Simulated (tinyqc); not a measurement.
Electromigration in a confined line: Blech product, Korhonen stress evolution and Black's law: one step, computed by the program tinyqc. Command: `OMP_NUM_THREADS=1 python tinyqc.py 3008102 3008103 out.jsonl emigr walk`. One thread of a shared host (Intel(R) Xeon(R) Processor @ 2.30GHz), about 0.01 s of CPU time with the checks.

The electron wind pushes atoms from the cathode (x = 0) to the anode (x = L); blocking ends build a back stress (tension positive). The input rho is taken not to change with temperature. d sigma/dt = d/dx [kappa (d sigma/dx + G)], with zero flux at both ends and sigma = sigma_0 at t = 0.

Task: Time to nucleate a void. sigma(x, t) = sigma_0 + G L [1/2 - x/L - 4 sum_(m odd) cos(m pi x/L) exp(-m^2 pi^2 s)/(m pi)^2], s = t/tau, summed to m = 399. Solve sigma(0, t) = sigma_c for s; the semi-infinite estimate is t = (pi/kappa) ((sigma_c - sigma_0)/(2 G))^2.

Inputs (values chosen for the exercise, close to those used for cobalt lines): critical stress sigma_c = 350 MPa; initial stress sigma_0 = 170 MPa; line length L = 14 um; test temperature T = 350 C.

Start: thermal stress.

stress gradient G = 92.08907 MPa/um

tau = 12.53425 h

kappa = 4.343653e-15 m^2/s

Give: nucleation time; semi-infinite estimate.

Result:

nucleation time = 0.19189 h

semi-infinite estimate = 0.19189 h

The two agree: the void nucleates before the far end is felt, so the time scales as 1/j^2 and not with L.
